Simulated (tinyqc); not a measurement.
Shallow acceptor in the spherical four-band model, step by step. Values are carried at full precision from step to step, so a last printed digit may differ when a step is redone from the rounded ones.

Units Ry* = Ry/(g1 eps^2) and a* = a0 eps g1; mu = (6 g3 + 4 g2)/(5 g1) is the spherical heavy-light coupling and delta = (g3 - g2)/g1 the cubic term, which is left out.

Constants: Ry = 13.60569312 eV; a0 (Bohr radius) = 0.5291772105 angstrom.

Parameters, chosen for this exercise (near those of a shallow acceptor in Ge; shifted at random, so the results belong to these values and not to a real crystal):
```
symbol  value                unit    meaning
g1      13.37                        Luttinger gamma1
g2      4.27                         gamma2
g3      5.71                         gamma3
eps     16.3                         dielectric constant
al      (0.436, 2.61, 15.7)  1/a*^2  exponents a_i, the same for f and g
Dso     0.291                eV      spin-orbit splitting
```

## Units and couplings

Give Ry*, a*, mu, delta and the spherical masses 1/(g1 (1 -/+ mu)).

Ry* = 3.830 meV
a* = 115.32 angstrom
mu = 0.7680
delta = 0.1077

heavy and light mass (m0): 0.3224  0.0423

A hydrogen model with the heavy mass would bind by Ry*/(1 - mu) = 16.5 meV and with the light mass by 2.2 meV. delta/mu = 0.14: the cubic term is a modest correction.

## Matrices in a small basis

The ground state 1S3/2 has an L = 0 part f(r) and an L = 2 part g(r). In units of Ry* and a*, with Gaussians f_i = exp(-a_i r^2), g_i = r^2 exp(-a_i r^2), A = a_i + a_j and I(n) = Gamma((n + 1)/2)/(2 A^((n + 1)/2)): S_ff = I(2), S_gg = I(6), H_ff = (6 a_i a_j/A) I(2) - 2 I(1), H_gg = (14 a_i a_j/A) I(6) - 2 I(5), H_fg = -mu [15 I(2) - 20 a_j I(4) + 4 a_j^2 I(6)]; each function is then normalised. The split-off band is left out.

Form S and H.

S:
```
        f1      f2      f3      g1      g2      g3
f1  1.0000  0.5862  0.1847       0       0       0
f2  0.5862  1.0000  0.5847       0       0       0
f3  0.1847  0.5847  1.0000       0       0       0
g1       0       0       0  1.0000  0.2876  0.0194
g2       0       0       0  0.2876  1.0000  0.2859
g3       0       0       0  0.0194  0.2859  1.0000
```

H (Ry*):
```
         f1       f2        f3       g1        g2        g3
f1  -0.7994  -0.9949   -1.2040  -1.2968   -0.3730   -0.0252
f2  -0.9949   2.6739    2.2048  -2.2326   -7.7632   -2.2191
f3  -1.2040   2.2048   34.4541  -0.9069  -13.3488  -46.6982
g1  -1.2968  -2.2326   -0.9069   1.9281    0.9001    0.0214
g2  -0.3730  -7.7632  -13.3488   0.9001   15.5201    7.4839
g3  -0.0252  -2.2191  -46.6982   0.0214    7.4839  103.1555
```

## Ground state in the small basis

Solve H u = E S u for the lowest level of the acceptor; the first half of the basis is L = 0 and the second L = 2. Give E, E without the f-g block, and the L = 2 weight u_g S_gg u_g with u S u = 1.

E = -2.143 Ry*
E without coupling = -0.878 Ry*
L = 2 weight = 0.251

Without the coupling the exact value is -1, which this basis, tuned to the compact coupled state, misses by 0.122. The coupling to L = 2 takes the level to 2.14 times that exact value.

## Converged result

Converged values use 22 exponents 2.2^i, i = -7 to 14, for f and for g.
Ground and next level of the same symmetry, L = 2 weight and mean radius.

1S3/2 and 2S3/2 (Ry*): -2.280  -0.678

binding energies (meV): 8.7  2.6

L = 2 weight = 0.273
<r> = 83.6 angstrom

The small basis reaches 94 % of the binding. The ratio 1S/2S is 3.36 (4 for hydrogen). The binding is 0.03 of Dso, so leaving out the split-off band is safe.

## Checks

- Level at mu = 0 against -1 Ry*: both -1.0000.
- Ground level from a second, denser basis, Ry*: both -2.280.

tinyqc: `OMP_NUM_THREADS=1 python tinyqc.py 1282181 1282182 out.jsonl`; about 0.04 s, one thread, shared Intel(R) Xeon(R) Processor @ 2.30GHz.
